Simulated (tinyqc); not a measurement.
Current gain against temperature: heavy doping: gap narrowing, degeneracy and the minority density.

F_j(eta) = (1/Gamma(j + 1)) integral_0^infinity x^j dx/(1 + exp(x - eta)), which tends to exp(eta) for eta << 0.

Empirical narrowing (Slotboom form, constants chosen for the exercise; published fits of this form give the apparent narrowing, here it is taken as the true one): dEg = E0 [ln(N/N0) + sqrt(ln(N/N0)^2 + C)].

Majority: N = Nc F_1/2(eta), eta the distance of EF beyond the majority band edge in kT. Degeneracy factor gam = F_1/2(eta)/exp(eta). ni0^2 = Nc Nv exp(-Eg/kT); product n p = ni0^2 gam exp(dEg/kT), dEg the true narrowing; apparent narrowing dEa = dEg + kT ln gam; minority density = n p/N.

Bipolar transistor with N as emitter doping: beta = K (N/NB) exp((dEa_B + dG - dEa_E)/kT), dEa_E = dEg(N) + kT ln gam, dEa_B = dEg(NB). For the sweep in T, Nc is scaled as (T/T0)^(3/2) from its value at T0 = T.

Constants: kB = 8.617333262e-05 eV/K.

Values chosen for the exercise (gap and densities of states near those of Si at this temperature; narrowing constants near the fits for Si; shifted at random, so the results belong to these values and not to a real crystal):

| symbol | value | unit | meaning |
|---|---|---|---|
| Eg | 1.099 | eV | gap |
| Nc | 4.89e+19 | 1/cm^3 | conduction-band density of states |
| Nv | 1.98e+19 | 1/cm^3 | valence-band density of states |
| T | 450 | K |  |
| E0 | 6.24 | meV | narrowing scale |
| N0 | 1.3e+17 | 1/cm^3 | onset density |
| C | 0.5 |  | smoothing constant |
| N | 3.3e+19 | 1/cm^3 | ionised donors, equal to the majority density |
| NB | 9e+17 | 1/cm^3 | base doping |
| K | 5.4 |  | ratio (D_B W_E)/(D_E W_B) |
| dG | 0 | meV | extra narrowing of the base by alloying |

Gain:

| T (K) | beta | beta with dG = 0 | without narrowing |
|---|---|---|---|
| 150 | 20.8 | 20.8 | 198 |
| 200 | 32.8 | 32.8 | 198 |
| 250 | 44.2 | 44.2 | 198 |
| 300 | 54.6 | 54.6 | 198 |
| 350 | 63.9 | 63.9 | 198 |
| 450 | 79.7 | 79.7 | 198 |

Give the missing row, T (K) = 400.

Computed row:
```
T (K)  beta  beta with dG = 0  without narrowing
400    72.3              72.3                198
```

dEa_B + dG - dEa_E at T0 = -35.3 meV

beta is 20.8 at 150 K and 79.7 at 450 K, since the net exponent is negative: the emitter has the larger apparent narrowing. At 300 K narrowing and degeneracy change the gain by a factor 0.276.

(tinyqc, `OMP_NUM_THREADS=1 python tinyqc.py 1650874 1650875 out.jsonl`, Intel(R) Xeon(R) Processor @ 2.30GHz, 1 thread, shared host, about 0.01 s.)
